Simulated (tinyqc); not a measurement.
Dead time and true rate from two light levels.

Inverse problem. A non-paralysable detector measures m = n/(1 + n td); dark counts are negligible. Find td and the true rate at the lower flux.

measured rates at a photon flux and at four times that flux (1/s): [5.4545455e6, 1.2e7]

Solution. 1/m = 1/n + td, so the difference of the inverse rates is 3/(4 n).

td = 50.00 ns
n = 7.500e6 1/s

Program tinyqc, `OMP_NUM_THREADS=1 python tinyqc.py 2630104 2630105 out.jsonl`; Intel Xeon 2.30GHz, shared host, one thread, about 0.01 s.
